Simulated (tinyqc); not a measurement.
Temperature and isotope dependence of a band gap in oscillator models: one step. Isotope effect. Three cases, with inputs chosen for the exercise.

Question. With M -> M + dM the oscillator temperatures scale as M^(-1/2) and the slopes stay. Give th, ZP, E0 (static gap fixed) and E(T) for the new mass, and the linear rule dE0 = ZP dM/(2 M).

E(T) = E0 - sum_i sl_i th_i n_i(T), n = 1/(exp(th/T) - 1). The same coupling lowers the gap at 0 K by the zero-point term ZP = sum_i sl_i th_i/2, so the gap of the static lattice is E0 + ZP. Thermal expansion is taken as part of the slopes.

Give: th; ZP; shift of E0; linear rule; shift of E(T).

Case 1.

Values chosen (near those of AlN; not measured data):
- E0 = 6.107 eV (gap at 0 K)
- th = (238, 1003) K (temperatures of two oscillators)
- sl = (0.3169, 0.5171) meV/K (their high-temperature slopes)
- T = 150 K (temperature)
- M = 20.48 u (mean atomic mass)
- dM = -1.19 u (change of the mean mass (not bounded by the natural isotopes))

Answer.

th (K): 245.23  1033.47

ZP = 306.062 meV
shift of E0 = -9.025 meV
linear rule = -8.630 meV
shift of E(T) = -8.343 meV

The lighter crystal has the narrower gap. At 150 K 92 % of the shift at 0 K is left; it fades at high T, where the motion is classical and the mean-square amplitude no longer depends on mass.

Case 2.

Values chosen (near those of AlN; not measured data):
- E0 = 6.118 eV (gap at 0 K)
- th = (247, 921) K (temperatures of two oscillators)
- sl = (0.1454, 0.6197) meV/K (their high-temperature slopes)
- T = 300 K (temperature)
- M = 20.5 u (mean atomic mass)
- dM = -1.44 u (change of the mean mass (not bounded by the natural isotopes))

Answer.

th (K): 256.16  955.16

ZP = 314.579 meV
shift of E0 = -11.250 meV
linear rule = -10.653 meV
shift of E(T) = -8.561 meV

The lighter crystal has the narrower gap. At 300 K 76 % of the shift at 0 K is left; it fades at high T, where the motion is classical and the mean-square amplitude no longer depends on mass.

Case 3.

Values chosen (near those of GaAs; not measured data):
- E0 = 1.529 eV (gap at 0 K)
- th = (91, 313) K (temperatures of two oscillators)
- sl = (0.1642, 0.3188) meV/K (their high-temperature slopes)
- T = 400 K (temperature)
- M = 72.33 u (mean atomic mass)
- dM = 4.48 u (change of the mean mass (not bounded by the natural isotopes))

Answer.

th (K): 88.31  303.73

ZP = 55.665 meV
shift of E0 = 1.698 meV
linear rule = 1.776 meV
shift of E(T) = 0.389 meV

The heavier crystal has the wider gap. At 400 K 23 % of the shift at 0 K is left; it fades at high T, where the motion is classical and the mean-square amplitude no longer depends on mass.

Computed by tinyqc, one run a case: `OMP_NUM_THREADS=1 python tinyqc.py N N+1 out.jsonl` with N = 1880276, 1880319, 1880440; one thread of a shared Intel(R) Xeon(R) Processor @ 2.30GHz, about 0.01 s a run at most.
